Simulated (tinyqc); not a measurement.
# Thermoelectric coefficients with electrons and holes, Landauer integrals, step by step

Computed by the program tinyqc: `OMP_NUM_THREADS=1 python tinyqc.py 2800047 2800048 out.jsonl`, one thread of a shared Intel Xeon 2.30GHz, about 0.03 s for the whole run. Printed values are rounded.

Bulk parabolic band, x = (E - Ec)/kB T, C = hbar^2/(2 m0), kB T in eV. Modes per area gv m kB T x/(4 pi C) times the back-scattering length l0 x^rr give the transport function s0 X(x), s0 = (2 q^2/h) gv m kB T l0/(4 pi C), X = x^(1 + rr). Holes have the same form with the prefactor bb s0 and the reduced level -eta - xg in place of eta. I_k = int X (x - eta)^k w dx, w = 1/(4 cosh^2((x - eta)/2)).

Parameters, values chosen for the exercise: temperature T = 200 K; mass of one valley m = 0.29 m0; valleys gv = 1; back-scattering length at x = 1 l0 = 2.7 nm; energy exponent of that length rr = 0.5; lattice thermal conductivity kL = 5.5 W/(m K); reduced Fermi level (EF - Ec)/kB T eta = -2.9; gap over kB T xg = 3.8; ratio of the hole prefactor to the electron prefactor bb = 0.34; lower end of the grid xa = 0; upper end of the grid xe = 12; points of the grid nE = 17.

Constants: q = 1.602176634e-19 C, kB = 1.380649e-23 J/K, hbar = 1.054571817e-34 J s, h = 6.62607015e-34 J s, m0 = 9.1093837015e-31 kg, Vt = kB T/q, hbar^2/(2 m0) = 0.0380998212 eV nm^2. Results are converted to the units shown.

Range of the model: Parabolic bands, elastic scattering and a fixed kL make these model figures, not those of a material.

## The three integrals on a coarse grid

Simpson's rule on nE equally spaced points from xa to xe.

```
point,x,X,w,X w
0,0.0000,0,0.0494336,0
1,0.7500,0.649519,0.0246910,0.0160372
2,1.5000,1.83712,0.0119813,0.0220111
3,2.2500,3.375,0.00573272,0.0193479
4,3.0000,5.19615,0.00272450,0.0141569
5,3.7500,7.26184,0.00129068,0.00937271
6,4.5000,9.54594,6.10506e-4,0.00582786
7,5.2500,12.0293,2.88569e-4,0.00347127
8,6.0000,14.6969,1.36352e-4,0.00200395
9,6.7500,17.5370,6.44173e-5,0.00112969
10,7.5000,20.5396,3.04306e-5,6.25033e-4
11,8.2500,23.6963,1.43749e-5,3.40632e-4
12,9.0000,27,6.79031e-6,1.83338e-4
13,9.7500,30.4444,3.20754e-6,9.76515e-5
14,10.5000,34.0239,1.51514e-6,5.15509e-5
15,11.2500,37.7336,7.15702e-7,2.70061e-5
16,12.0000,41.5692,3.38074e-7,1.40535e-5
```

I_0, I_1, I_2 on this grid: [0.0722575, 0.390521, 2.29104]

Converged values are 0.071763, 0.38923 and 2.2909; the grid is 0.69 % above the first and within 0.01 % of the last.

## Coefficients of the electrons

converged I_0, I_1, I_2: [0.0717628, 0.389230, 2.29095]

sigma = s0 I_0, S = -(kB/q) I_1/I_0, Lorenz number L = (kB/q)^2 [I_2/I_0 - (I_1/I_0)^2], kappa_e = L sigma T.

s0 = 21.8387 S/cm
sigma = 1.56721 S/cm
S = -467.390 uV/K
L = 1.86087 x 1e-8 V^2/K^2
kappa_e = 5.83273e-4 W/(m K)

L is 24 % below the Sommerfeld value (pi^2/3)(kB/q)^2 = 2.443e-8 V^2/K^2. The non-degenerate form -(kB/q)(2 + rr - eta) gives -465 uV/K, 0.44 % below S in size.

## Both bands together

converged I_0, I_1, I_2 of the holes: [0.476445, 1.69488, 7.23864]

sigma = s0 I_0, S = -(kB/q) I_1/I_0, Lorenz number L = (kB/q)^2 [I_2/I_0 - (I_1/I_0)^2], kappa_e = L sigma T. With both bands: sigma = sigma_n + sigma_p, S = (sigma_n S_n + sigma_p S_p)/sigma with S_p = +(kB/q) I_1/I_0 of the holes, and kappa_e is the sum of L sigma T of both bands and the bipolar term sigma_n sigma_p (S_p - S_n)^2 T/sigma. Power factor S^2 sigma, ZT = S^2 sigma T/(kappa_e + kL).

sigma_p = 3.53767 S/cm
S_p = 306.549 uV/K
S = 68.9483 uV/K
bipolar kappa = 0.0130107 W/(m K)
ZT = 8.80081e-5

Holes carry 69.3 % of the conductivity and change S from -467 to 68.9 uV/K. Electrons alone would give ZT = 0.00124.
